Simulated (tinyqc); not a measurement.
Biaxially strained (001) channel, valley splitting in an inversion layer: two steps of the calculation.

A thin layer grown on a relaxed buffer is stretched in the plane. The two valleys with their long axis along the growth direction (D2) sink against the four in-plane ones (D4); confinement in a triangular well splits them too. Only the lowest subband of each set is kept; one relaxation time, so the weakening of intervalley scattering is left out.

Inputs (values chosen for the exercise); values close to those of silicon on relaxed silicon-germanium: germanium share of the relaxed buffer x = 0.27; lattice mismatch per unit x b1 = 0.0418; elastic constant c11 = 169 GPa; elastic constant c12 = 65.1 GPa; shear deformation potential Xu = 9.12 eV; Burgers vector bv = 0.384 nm.

Problem 1. Strain, stress and splitting. e_par = b1 x, e_perp = -2 (c12/c11) e_par, splitting D = Xu (e_par - e_perp), in-plane stress (c11 + c12 - 2 c12^2/c11) e_par.

Find: e_par; e_perp; D; stress.

Solution 1.

e_par = 1.129 %
e_perp = -0.8695 %
D = 182.2 meV
stress = 2.076 GPa

Problem 2. Critical thickness by substitution. Critical thickness (Matthews-Blakeslee, 60-degree dislocations): h = bv (1 - nu/4)[ln(h/bv) + 1]/(4 pi e_par (1 + nu)), nu = c12/(c11 + c12). The right side gives h(new); e_par = b1 x.

h after iteration 1 = 5.2241533 nm

Wanted: h after iteration 2.

Solution 2.

h after iteration 2 = 7.1168 nm

Program tinyqc, `OMP_NUM_THREADS=1 python tinyqc.py 2530161 2530162 out.jsonl`; Intel Xeon 2.30GHz, shared host, one thread, about 0.01 s.
